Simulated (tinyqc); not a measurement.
Raising the field: quantum-confined Stark effect in a modulator well.

Envelopes on cells of 0.5 angstrom over the well |z| < L/2 and 45 angstrom of barrier on each side, psi = 0 beyond, psi'/m continuous (mean mass between points), c = hbar^2/2m0. The electron sees + e F z and the hole - e F z, each with its offset in the barriers; 1 kV/cm = 1e-5 eV/angstrom. Light holes, band mixing and escape by tunnelling are left out.

Exciton: in-plane function exp(-rho/lam), 1/mu = 1/me + 1/mp, E(lam) = c/(mu lam^2) - (q/eps) times the integral over k of Fm(k)(1 + (k lam/2)^2)^(-3/2), Fm(k) the double integral of psi_e^2 psi_h^2 exp(-k |z - z'|), q = e^2/(4 pi eps0); binding Eb = -E at the minimum. Line at Eg + E_e + E_h - Eb, strength proportional to overlap^2/lam^2.

Constants: hbar^2/2m0 = 3.80998211 eV angstrom^2; e^2/(4 pi eps0) = 14.39964547 eV angstrom; hc = 1239.841984 eV nm.

Values chosen for the exercise (near those of a Ge well in SiGe, direct gap; shifted at random, so the results belong to these values and not to a real crystal): L = 120 angstrom (well width); Vc = 0.358 eV (conduction offset); Vv = 0.11 eV (heavy-hole offset); me = 0.0425 m0 (electron, well); meb = 0.0541 m0 (electron, barrier); mh = 0.209 m0 (heavy hole along z, well); mhb = 0.225 m0 (heavy hole, barrier); Eg = 0.83 eV (gap of the well); mp = 0.071 m0 (heavy hole in the plane); eps = 15.3 (dielectric constant); Fs = (0, 13, 26, 39, 54, 70, 87) kV/cm (fields).

All quantities anew; shifts from zero field.

Results:
```
F (kV/cm)  dE_e (meV)  dE_h (meV)  Eb (meV)  line shift (meV)  overlap^2  relative strength
0                0.00        0.00      4.00              0.00      0.998              1.000
13              -0.13       -0.49      3.97             -0.59      0.968              0.960
26              -0.51       -1.91      3.90             -2.33      0.891              0.859
39              -1.14       -4.14      3.81             -5.09      0.788              0.730
54              -2.18       -7.50      3.69             -9.38      0.664              0.583
70              -3.64      -11.85      3.57            -15.06      0.541              0.449
87              -5.58      -17.12      3.45            -22.15      0.429              0.336
```

The line shift grows with exponent 1.97 in F at low field and 1.77 at the end, as the carriers come up against opposite walls and the dipole begins to saturate. The hole gives 79 % of the level shift in the second row and 75 % in the last. The largest shift is 5.5 times the zero-field binding, yet 86 % of the binding survives, since the walls stop the field from pulling the pair apart. Half the strength is gone between 54 and 70 kV/cm.

Program tinyqc; command `OMP_NUM_THREADS=1 python tinyqc.py 1250456 1250457 out.jsonl`; about 0.1 s on one thread of a shared Intel(R) Xeon(R) Processor @ 2.30GHz.
